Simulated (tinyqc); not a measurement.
Inside a calculation. Model: space-charge-limited current with shallow traps.

Program tinyqc, `OMP_NUM_THREADS=1 python tinyqc.py 2370009 2370010 out.jsonl`; Intel Xeon 2.30GHz, shared host, one thread, about 0.01 s. Printed values are rounded.

One carrier type, drift only, an injecting contact at x = 0 (zero field) and thickness L. The share th = y/(1 + y), y = (Nc/Nt) exp(-Et/kB T), of the injected charge is free: J = q mu n F, eps0 eps_r dF/dx = q (n - n0)/th.

Values chosen for this exercise:
- T = 350 K (temperature)
- eps_r = 14.5 (relative permittivity)
- mu = 0.24 cm^2/(V s) (mobility)
- L = 430 nm (thickness)
- Nc = 9.7e20 cm^-3 (band density of states)
- Nt = 1.5e18 cm^-3 (trap density)
- Et = 0.45 eV (trap depth)
- n0 = 1.1e12 cm^-3 (free carrier density in equilibrium)
- V = 3.8 V (voltage)

Constants: q = 1.602176634e-19 C, kB = 1.380649e-23 J/K, Vt = kB T/q, eps0 = 8.8541878128e-14 F/cm where lengths are in cm. Results are converted to the units shown.

Range of the model: Diffusion and a field-dependent mobility are left out. With injecting contacts the diffusion current, about 4 pi^2 Vt th eps0 eps_r mu V/L^3, equals the Mott-Gurney current at V = 35 kB T/q (0.9 V at 300 K), so the drift-only result needs V well above that.

## Limits and characteristic voltages

Ohmic J = q n0 mu V/L; Mott-Gurney J = (9/8) th eps0 eps_r mu V^2/L^3; they cross at Vx = 8 q n0 L^2/(9 th eps0 eps_r); traps fill at V_TFL = q Nt L^2/(2 eps0 eps_r).

th = 2.14226e-4
ohmic J = 0.00373792 A/cm^2
Mott-Gurney J = 0.0134870 A/cm^2
Vx = 1.05317 V
V_TFL = 173.058 V

## The exact current

Exact: with u = n0/n(L), w = -u - ln(1 - u) and v = -u - u^2/2 - ln(1 - u), V = (q n0 L^2/(th eps0 eps_r)) v/w^2 and J = q^2 n0^2 mu L/(th eps0 eps_r w). v/w^2 falls steadily with u, so u follows by bisection.

v/w^2 = 3.20725
u = 0.331583
w = 0.0712601
J = 0.0163550 A/cm^2
exit field over V/L = 1.45082

J is 5.1 % below the plain sum of the two limits; the exit field lies between the ohmic 1 and the Mott-Gurney 1.5.
